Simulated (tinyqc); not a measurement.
Rate against temperature: collinear exchange A + BC -> AB + C on a London-Eyring-Polanyi-Sato surface: saddle, string of images and rate. Computed by tinyqc, a small Python program. Command: `OMP_NUM_THREADS=1 python tinyqc.py 3113303 3113304 out.jsonl leps walk`. One thread of a shared host (Intel(R) Xeon(R) Processor @ 2.30GHz), about 0.05 s of CPU time with the checks.

x = r(AB), y = r(BC), r(AC) = x + y. V is counted from separated atoms, the barrier from A + BC, that is V + D(BC).

Inputs (values chosen for the exercise, bond data loosely for abstraction of hydrogen from a Si-H bond by a hydrogen atom; the barrier is not fitted): D(AB) = 4.72 eV; r0(AB) = 0.742 angstrom; beta(AB) = 1.94 1/angstrom; D(BC) = 4.1 eV; r0(BC) = 1.48 angstrom; beta(BC) = 1.52 1/angstrom; D(AC) = 4.1 eV; r0(AC) = 1.48 angstrom; beta(AC) = 1.52 1/angstrom; Sato parameter S = 0.046; mass of A = 1.008 u; mass of B = 1.008 u; mass of C = 28.09 u; temperature T = 1200 K; step of the string = 0.01 angstrom^2/eV.

Constants: nu for 1 eV/(angstrom^2 u) = 15.6333042 THz; h x 1 THz = 4.135667696 meV; k_B = 1.380649e-23 J/K; u = 1.6605390666e-27 kg; k_B = 8.617333262e-05 eV/K.

Method:
- For each pair, with u = exp(-beta (r - r0)): Q = D [(3 + S) u^2 - (2 + 6 S) u]/(4 (1 + S)), J = D [(1 + 3 S) u^2 - (6 + 2 S) u]/(4 (1 + S)); V = Q1 + Q2 + Q3 - sqrt(((J1 - J2)^2 + (J2 - J3)^2 + (J3 - J1)^2)/2).
- String of 9 images between the fixed ends (r0(AB) + 2, r0(BC)) and (r0(AB), r0(BC) + 2), started on the two straight legs through (r0(AB) + 0.3, r0(BC) + 0.3): each iteration moves the inner images by -step x gradient (central differences) and spaces them evenly again along the broken line (coordinates are kept between 0.2 and 8 angstrom); stop when no coordinate changes by more than 1e-5 angstrom, at most 400 iterations.
- From the highest inner image, z -> z - H^-1 g with gradient g and Hessian H by central differences, steps capped at 0.15 angstrom, 12 steps.
- Wilson matrix G = [[1/m_A + 1/m_B, -1/m_B], [-1/m_B, 1/m_B + 1/m_C]]; eigenvalues lambda of G H give nu = 15.6333042 THz x sqrt(|lambda|), the negative one being imaginary. Reactant: nu_BC from k = 2 D beta^2 and 1/m_B + 1/m_C. Skew angle: cos = sqrt(m_A m_C/((m_A + m_B)(m_B + m_C))).
- One-dimensional rate constant without tunnelling, k = sqrt(k_B T/(2 pi mu)) [sinh(h nu_BC/(2 k_B T))/sinh(h nu_s/(2 k_B T))] exp(-barrier/(k_B T)) with mu = m_A (m_B + m_C)/(m_A + m_B + m_C); Wigner factor 1 + (h nu_i/(k_B T))^2/24; adiabatic barrier = barrier + h (nu_s - nu_BC)/2.

nu_BC = 68.9806 THz

real frequency at the saddle = 31.3583 THz

barrier = 0.687961 eV

imaginary frequency = 71.0939 THz

adiabatic barrier = 0.610165 eV

Rates; the last column is k_B T^2 d ln k/dT:
```
T (K)    k (cm/s)  Wigner factor  activation energy (eV)
300    3.6109e-06         6.3896                 0.62395
400    1.5484e-03         4.0316                 0.63041
550    2.3639e-01         2.6035                 0.64216
750    9.1477e+00         1.8623                 0.65913
1000   1.2142e+02         1.4851                 0.67946
1400   1.2065e+03         1.2475                 0.70809
2000   7.3129e+03         1.1213                 0.74453
```

The activation energy goes from 0.624 eV at 300 K, near the adiabatic barrier plus k_B T/2 (0.623), to 0.745 eV at 2000 K; the classical limit is the barrier plus k_B T/2 (0.774).

Extremes, crossings and ranges named in words are read from the listed rows.
